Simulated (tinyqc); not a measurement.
Four-point probe, van der Pauw, Hall and spreading-resistance readings of a semiconductor layer: one step, computed by the program tinyqc. Command: `OMP_NUM_THREADS=1 python tinyqc.py 3110518 3110519 out.jsonl probe walk`. One thread of a shared host (Intel(R) Xeon(R) Processor @ 2.30GHz), about 0.01 s of CPU time with the checks.

The layer is uniform and ohmic; contacts are points unless a radius is given.

Task: Four-point voltage. Collinear probes with equal spacing on a layer with insulating backing: images at depth 2 m t give V = (rho I/(2 pi s)) G, G = 1 + 4 sum_(m>=1) [1/sqrt(1 + (2 m u)^2) - 1/sqrt(4 + (2 m u)^2)], u = t/s; the sum runs to m = 20000, with the tail 3/(32 u^3 M^2) added to the sum for M = 20000. Limits: thick, rho = 2 pi s V/I; thin on an insulator, rho = (pi/ln 2) t V/I.

Inputs (values chosen for the exercise, modelled on p-type silicon): layer thickness t = 70 micrometre; probe spacing s = 0.635 mm; current I = 0.6 mA.

Backing of the layer: insulating.

resistivity rho = 61.02972 ohm cm

Give: t/s; G; voltage V; rho by the thick formula; rho by the thin formula.

Result:

t/s = 0.1102

G = 12.58

voltage V = 1154 mV

rho by the thick formula = 767.5 ohm cm

rho by the thin formula = 61.03 ohm cm

The thick formula is off by +1157.6 % and the thin one by 0.0 %. Caution: at such a voltage heating and injection at the probes disturb real readings; a smaller current would be used.
